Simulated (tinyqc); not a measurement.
Self-heating of a transistor with one or more fingers, with temperature-dependent conductivity: one step, computed by the program tinyqc. Command: `OMP_NUM_THREADS=1 python tinyqc.py 3027579 3027580 out.jsonl selfheat walk`. One thread of a shared host (Intel(R) Xeon(R) Processor @ 2.30GHz), about 0.07 s of CPU time with the checks.

N long parallel fingers lie on the top face of a slab whose bottom is held at T_0; the top is otherwise insulated, and heat flows in two dimensions. P in W/mm is 1000 P in W/m.

Problem. Extra rise from ballistic phonons. Near a source smaller than the free path, Fourier's law overstates the flow. Rough estimate: a strip that emits phonons into a half space adds a resistance times area of 4 Lambda/(3 kappa_0), from the ballistic flux C v Delta T/4 with kappa_0 = C v Lambda/3, so Delta T_b = 4 Lambda P/(3 kappa_0 w); Knudsen number Lambda/w.

Inputs (values chosen for the exercise, modelled on diamond): conductivity at the base temperature kappa_0 = 1510 W/(m K); power per gate width P = 2.1 W/mm; width of the heat source w = 0.32 micrometre; phonon free path Lambda = 480 nm.

Power: fixed power.

largest theta = 6.301022 K

Give: Knudsen number; ballistic rise Delta T_b; Delta T_b / largest theta.

Solution.

Knudsen number = 1.5

ballistic rise Delta T_b = 2.781 K

Delta T_b / largest theta = 0.4414

The ballistic term is a large share: this rough estimate calls for a transport calculation. Caution: the source is narrower than two phonon free paths, so the Fourier result understates the rise at the source.
